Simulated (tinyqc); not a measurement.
From one set of inputs to another, one input at a time: surface photovoltage measurement of the minority-carrier diffusion length in a wafer. Computed by tinyqc, a small Python program. Command: `OMP_NUM_THREADS=1 python tinyqc.py 3130465 3130466 out.jsonl spv ladder`. One thread of a shared host (Intel(R) Xeon(R) Processor @ 2.30GHz), about 0.02 s of CPU time with the checks.

Low injection, steady light, a depletion layer much thinner than 1/alpha and L. The excess density dn is taken at the front edge of the neutral region; light that reaches the back is lost.

The inputs printed are set A. Inputs not listed in the table keep their values of set A, so the rows need not describe a real material.

Inputs (values chosen for the exercise, modelled on p-type silicon at room temperature):
```
quantity                                              value               unit
diffusion length L                                      520         micrometre
wafer thickness W                                       300         micrometre
diffusivity D                                          30.6             cm^2/s
front recombination velocity S_f                        770               cm/s
back recombination velocity S_b                         390               cm/s
photon flux entering                                2.4e+13         1/(cm^2 s)
minority density at the surface barrier scale n_0   1.1e+09             1/cm^3
temperature T                                           298                  K
wavelength                                              969                 nm
diffusion length after pair splitting over L           0.44                  -
iron factor C                                      1.03e+16  micrometre^2/cm^3
```

normal deviates g for the noise: 1.72  0.38  -1.16  1.54  -0.82  -0.46  -1.19

Constants: k_B = 8.617333262e-05 eV/K.

Method:
- alpha = (84.732/lambda - 76.417)^2 per cm with lambda in micrometre (an empirical fit for silicon between 0.7 and 1.05 micrometre).
- Thick wafer: dn = Phi L/((S_f + D/L)(L + 1/alpha)). Finite wafer, with s = S_b L/D, w = W/L, a = alpha L: dn = [Phi a/(a^2 - 1)] [a - B - exp(-alpha W)(a - s)/(cosh w + s sinh w)]/(S_f + B D/L), B = (sinh w + s cosh w)/(cosh w + s sinh w).
- Photovoltage V = (k_B T/e) ln(1 + dn/n_0). Lifetime = L^2/D.
- Readings y = (Phi/dn) (1 + noise x g) at 780, 830, 880, 920, 950, 975 and 995 nm; a least-squares line y = c (1/alpha + L_app) gives L_app = intercept/slope.
- Splitting iron-boron pairs in boron-doped silicon shortens L; with nothing else changing, [Fe] = C (1/L_after^2 - 1/L^2). It is evaluated with the true lengths and with the apparent ones (without noise), which differ when the wafer is not thick against L.

Each row keeps all changes above it:
```
input moved                                 from       to  dn, finite wafer (1/cm^3)  photovoltage V (mV)  [Fe] from the apparent lengths (1/cm^3)
set A                                          -        -                 1.6173e+10               70.717                               1.1930e+11
wafer thickness W (micrometre)               300      775                 1.5448e+10               69.617                               1.5935e+11
back recombination velocity S_b (cm/s)       390      140                 1.5843e+10               70.222                               1.6321e+11
diffusivity D (cm^2/s)                      30.6     30.9                 1.5781e+10               70.128                               1.6323e+11
photon flux entering (1/(cm^2 s))        2.4e+13  1.1e+13                 7.2331e+09               51.999                               1.6323e+11
wavelength (nm)                              969      807                 8.1042e+09               54.552                               1.6323e+11
diffusion length L (micrometre)              520       53                 1.3539e+09               20.604                               1.5273e+13
front recombination velocity S_f (cm/s)      770      280                 1.4624e+09               21.716                               1.5273e+13
```

dn, finite wafer goes from 1.62e10 to 1.46e9, a factor 0.0904 in all. The largest single move comes from diffusion length L (a factor 0.167). Photovoltage V goes from 70.7 to 21.7, a factor 0.307 in all. The largest single move comes from diffusion length L (a factor 0.378). [Fe] from the apparent lengths goes from 1.19e11 to 1.53e13, a factor 128 in all. The largest single move comes from diffusion length L (a factor 93.6). The single moves hold for this order of the switches; the total does not depend on the order.

Caution (all rows): dn is not small against n_0, so V is not linear in the flux; the constant-flux reading then needs dn, not V.

Extremes, crossings and ranges named in words are read from the listed rows.
